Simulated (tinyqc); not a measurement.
# Wafer bonding and layer transfer: bond energy, gap closing, particles, bonding of dissimilar wafers and hydrogen blisters, step by step

A worked calculation. Computed by tinyqc, a small Python program that keeps every step. Command: `OMP_NUM_THREADS=1 python tinyqc.py 3011860 3011861 out.jsonl bond walk`. One thread of a shared host (Intel(R) Xeon(R) Processor @ 2.30GHz), about 0.01 s of CPU time with the checks. Intermediate numbers are printed to about 7 digits and carried at full precision; extremes and crossings named in words are read from the listed rows.

gamma is the energy per area of each of the two surfaces; plates are isotropic.

Inputs (values chosen for the exercise, with wafer 1 close to silicon): Young's modulus E1 = 142 GPa; Young's modulus E2 = 68.6 GPa; Poisson ratio nu = 0.26; thickness t1 = 300 micrometre; thickness t2 = 1000 micrometre; blade thickness t_b = 100 micrometre; crack length L = 11 mm; particle radius h = 0.42 micrometre; radius of a shallow gap R = 0.4 mm; half height of the gap h_g = 3.1 nm; expansion mismatch alpha_2 - alpha_1 = -0.83 1e-6/K; heating dT = 100 K; implant depth d = 0.61 micrometre; hydrogen dose = 3.1 1e16/cm^2; share of the dose released as H2 = 0.21; surface energy of the weakened plane gamma_s = 1.2 J/m^2; anneal temperature T = 725 K.

Pair: two different wafers.

Constants: k_B = 1.380649e-23 J/K.

## Bond energy from the blade test

Two cantilevers opened by t_b: gamma = 3 t_b^2 E1 t1^3 E2 t2^3/(16 L^4 (E1 t1^3 + E2 t2^3)).

bond energy gamma = 0.4650121 J/m^2

An error of 5 % in L changes gamma by about 20 %. This is the level of partly covalent bonding. Caution: the crack is short against the thickness, so root rotation and shear add to the beam formula.

## Does a shallow gap close?

E' = E1/(1 - nu^2), equal wafers of thickness t1 assumed. A gap of radius R closes if h_g < h_c: h_c = R^2/sqrt((2/3) E' t1^3/gamma) for R > 2 t1 (plate bending), h_c = 3.6 sqrt(R gamma/E') for R < 2 t1 (local deformation).

closable height h_c = 125.8119 nm

h_g/h_c = 0.02463997

The gap closes.

## Void around a particle

E' = E1/(1 - nu^2), equal wafers assumed. Void radius in the plate regime: R_v = [(2/3) E' t1^3/gamma]^(1/4) h^(1/2). Below h_crit = 5 sqrt(t1 gamma/E') the wafers deform locally and R_v is of the order of h (taken as h).

critical particle radius = 0.1513282 micrometre

void radius = 1009.830 micrometre

The void is 2400 times the particle.

## Heating a pair with different expansion

M = E/(1 - nu), misfit e = (alpha_2 - alpha_1) dT. Curvature k = 6 M1 M2 t1 t2 (t1 + t2) e/[M1^2 t1^4 + M2^2 t2^4 + 2 M1 M2 t1 t2 (2 t1^2 + 3 t1 t2 + 2 t2^2)]; force per width F = k (M1 t1^3 + M2 t2^3)/(6 (t1 + t2)); at the interface s1 = F/t1 + M1 k t1/2, s2 = -F/t2 - M2 k t2/2; stored biaxial energy U = F^2 [1/(M1 t1) + 1/(M2 t2)] + k^2 (M1 t1^3 + M2 t2^3)/12; the pair can part when U > 2 gamma.

curvature = -0.08272195 1/m

force per width = -1.038095 kN/m

stress in wafer 1 at the interface = -5.841366 MPa

stress in wafer 2 at the interface = 4.872369 MPa

stored energy U = 0.08616185 J/m^2

largest dT for this gamma = 328.5410 K

U stays below 2 gamma; the bond strengthens on heating, so slow ramps or thinning one wafer first help.

## Blistering after hydrogen implantation

A flat crack of radius r under a layer of thickness d, as a clamped plate: centre height w = 3 p r^4/(16 E' d^3), volume pi r^2 w/3, energy release G = 3 p^2 r^4/(32 E' d^3), E' = E1/(1 - nu^2). It grows when G = 2 gamma_s. The gas comes from the area pi r^2: p V = (dose x share/2) pi r^2 k_B T, and G = p w/2 = (3/2) N k_B T with N the H2 molecules per area. Share needed: G = 2 gamma_s. The pressure and height at growth are given for r = 10 d.

energy release G = 0.4887239 J/m^2

share of the dose needed = 1.031257

pressure at growth = 25.28122 MPa

height at growth = 189.8642 nm

The released gas does not suffice by this estimate. In this plate limit G depends on neither r nor d. Caution: more than the whole dose would be needed: stress and bond weakening, left out here, must do the rest.

## Closable height against the size of the gap

The formulas are those given above.

Gap closing:
```
R (mm)    regime      h_c (nm)  slope h_c/R
1.00e-04   local  1.989260e+00   0.01989260
1.00e-03   local  6.290593e+00   0.00629059
1.00e-02   local  1.989260e+01   0.00198926
1.00e-01   local  6.290593e+01   0.00062906
5.00e-01   local  1.406619e+02   0.00028132
2.00e+00   plate  1.647452e+03   0.00082373
5.00e+00   plate  1.029658e+04   0.00205932
2.00e+01   plate  1.647452e+05   0.00823726
5.00e+01   plate  1.029658e+06   0.02059315
```

Roughness of 100 nm scale may be 2.0 nm in half height, waviness of radius 5 cm as much as 1000 micrometre: h_c goes as R^(1/2) when the wafer deforms locally and as R^2 when it bends. The allowed slope is least near R = 2 t1, so defects about 4 t1 wide are the hardest to close; bow matters little.

Checks made by the program: gamma against the derivative of the beam energy (relative difference below 1e-10).
